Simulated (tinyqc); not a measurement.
Via and link resistance from two via chains.

Inverse problem. A chain of 5000 vias joined by 5000 metal links has R = 5000 (Rv + Rlink), with Rlink proportional to the link length. Find Rv, Rlink for length L, and the value of Rv that the short chain would give if the links were ignored.

resistance of chains of 5000 links with link lengths L and 3 L (ohm): [1.26e5, 2.96e5]

Answer. R per link is a straight line in the link length; its intercept at zero length is Rv.

Rv = 8.20 ohm
Rlink = 17.0 ohm
Rv without correction = 25.2 ohm

Computed by the program tinyqc: `OMP_NUM_THREADS=1 python tinyqc.py 2750049 2750050 out.jsonl`, one thread of a shared Intel Xeon 2.30GHz, about 0.01 s for the whole run.
